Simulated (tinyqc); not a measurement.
# Electron density from the centroid

Inverse problem. In the Fang-Howard model the centroid is 3/b with b^3 = 6 (mz1/C) q (Nd + 11 Ns/32)/(eps0 eps_r), C = hbar^2/(2 m0), the field in eV/nm. Find b and Ns.

Inputs (values chosen for the exercise); masses and permittivity close to those of silicon (110):
```
symbol   value   unit                                     meaning
eps_r     11.6                              relative permittivity
mz1       0.32     m0  mass along z of valley set A (4 valley(s))
Nd      1.9e11  cm^-2           sheet density of depletion charge
```

Constants: q = 1.602176634e-19 C, hbar = 1.054571817e-34 J s, m0 = 9.1093837015e-31 kg, eps0 = 8.8541878128e-14 F/cm where lengths are in cm, hbar^2/(2 m0) = 0.0380998212 eV nm^2. Results are converted to the units shown.

centroid = 2.6204603 nm

Answer. b = 3/centroid gives Nd + 11 Ns/32, from which the depletion charge is taken off.

b = 1.145 1/nm
Ns = 5.000e12 cm^-2

tinyqc, about 1 s, one thread, Intel Xeon 2.30GHz (shared host): `OMP_NUM_THREADS=1 python tinyqc.py 2160035 2160036 out.jsonl`
